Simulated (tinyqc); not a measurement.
Field from the level spacing.

Inverse problem. In a triangular well E_k = a_k (C F^2/mz1)^(1/3), a_1 = 2.338107, a_2 = 4.087949, C = hbar^2/(2 m0), F in eV/nm (1 MV/cm = 0.1 eV/nm). Find F, E_1, the mean distance 2 E_1/(3 F) of the lowest level and the sheet charge eps0 eps_r F/q behind such a field.

Values chosen for this exercise:
```
symbol  value  unit                                     meaning
eps_r    11.7                             relative permittivity
mz1     0.908    m0  mass along z of valley set A (2 valley(s))
```

Constants: q = 1.602176634e-19 C, hbar = 1.054571817e-34 J s, m0 = 9.1093837015e-31 kg, eps0 = 8.8541878128e-14 F/cm where lengths are in cm, hbar^2/(2 m0) = 0.0380998212 eV nm^2. Results are converted to the units shown.

spacing of the two lowest levels = 170.89737 meV

Solution. The spacing over a_2 - a_1 is the energy scale (C F^2/mz1)^(1/3), which gives F.

F = 1.490 MV/cm
E_1 = 228.3 meV
mean distance = 1.022 nm
sheet charge over q = 9.634e12 cm^-2

tinyqc, about 0.9 s, one thread, Intel Xeon 2.30GHz (shared host): `OMP_NUM_THREADS=1 python tinyqc.py 2160092 2160093 out.jsonl`
